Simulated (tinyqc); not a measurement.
As the film thickens, and with more bath resistance: electroplating on a thin resistive seed layer: kinetics, Wagner number and the terminal effect across a wafer. Computed by tinyqc, a small Python program. Command: `OMP_NUM_THREADS=1 python tinyqc.py 3120809 3120810 out.jsonl terminal walk`. One thread of a shared host (Intel(R) Xeon(R) Processor @ 2.30GHz), about 0.04 s of CPU time with the checks.

Current enters the seed at the rim. The bath is treated as a local resistance per area (no lateral flow in the liquid), two electrons per ion, molar volume 7.11 cm^3/mol, Faraday constant F = e N_A, kinematic viscosity 0.01 cm^2/s, omega = 2 pi x rpm/60; k_B T/e is in volts.

Inputs (values chosen for the exercise, of the order of those for copper plating on a thin cobalt or ruthenium seed):

| quantity | value | unit |
|---|---|---|
| wafer radius R | 7.5 | cm |
| seed thickness t | 17 | nm |
| seed resistivity | 3.4 | microohm cm |
| bath conductivity kappa | 0.069 | S/cm |
| gap to the anode h | 7.4 | cm |
| extra resistance of a porous plate | 0 | ohm cm^2 |
| exchange current density i_0 | 0.069 | mA/cm^2 |
| cathodic transfer coefficient alpha | 0.69 | - |
| mean current density | 30 | mA/cm^2 |
| diffusivity of the metal ion | 6.5e-06 | cm^2/s |
| metal ion concentration | 0.34 | mol/L |
| rotation rate | 60 | rpm |
| temperature T | 298 | K |

Constants: e = 1.602176634e-19 C; N_A = 6.02214076e+23 1/mol; k_B = 8.617333262e-05 eV/K.

Method:
- Growth rate = i V_m/(2 F). Levich limit i_L = 0.62 x 2 F D^(2/3) omega^(1/2) nu^(-1/6) c. Tafel overpotential eta = (k_B T/(alpha e)) ln(i/i_0); kinetic resistance k_B T/(alpha e i); bath resistance h/kappa + plate; R_s = resistivity/t; Wagner number = kinetic resistance x kappa/R.
- Full model: seed potential phi(r) with (1/r)(r phi')' = R_s i, where i solves phi = R_b i + (k_B T/(alpha e)) ln(i/i_0) (phi being the driving voltage left at r); phi'(0) = 0 and phi'(R) = R_s i_mean R/2. Solved by collocation to a tolerance of 1e-7.
- The film is taken as uniform, with the seed resistivity; the last column adds 100 ohm cm^2 to R_b. Extra power of that plate = i^2 x 100 ohm cm^2 x area.

sheet resistance R_s = 2 ohm/square

bath resistance R_b = 107.246 ohm cm^2

Edge over centre:

| thickness (nm) | R_s (ohm/square) | as given | with 100 ohm cm^2 more |
|---|---|---|---|
| 17.0 | 2.0000 | 1.2765 | 1.1395 |
| 25.5 | 1.3333 | 1.1804 | 1.0920 |
| 34.0 | 1.0000 | 1.1339 | 1.0686 |
| 51.0 | 0.6667 | 1.0883 | 1.0455 |
| 85.0 | 0.4000 | 1.0525 | 1.0272 |
| 170.0 | 0.2000 | 1.0261 | 1.0135 |
| 340.0 | 0.1000 | 1.0130 | 1.0068 |

extra power = 15.904 W

What does the comparison show, and why?

The ratio falls below 1.1 from 51.0 nm on as given, and from 25.5 nm on with the added resistance: what counts is R_s R^2 against the sum of kinetic and bath resistance. Caution: the mean current exceeds 0.3 i_L, so depletion of metal ions, left out of the distribution, matters.
